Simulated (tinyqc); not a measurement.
## Thermal resistances of a two-die stack

Question. Heat leaves through the lower die only, and the system is linear. Find the resistance R1 from the lower die to the coolant, R2 between the dies, and the rise of the upper die when both are powered.

Inputs (values chosen for the exercise): power of the lower die P1 = 21 W; power of the upper die P2 = 18 W.

rises of the lower and upper die with only the lower one powered (K): 14.28  14.28
rises of the lower and upper die with only the upper one powered (K): 12.24  15.84

Solution. With only the lower die powered no heat crosses R2, so both dies rise by P1 R1; the difference in the second test is P2 R2; rises add.

R1 = 0.680 K/W
R2 = 0.200 K/W
rise of the upper die = 30.1 K

Computed by the program tinyqc: `OMP_NUM_THREADS=1 python tinyqc.py 2162132 2162133 out.jsonl`, one thread of a shared Intel Xeon 2.30GHz, about 0.02 s for the whole run.
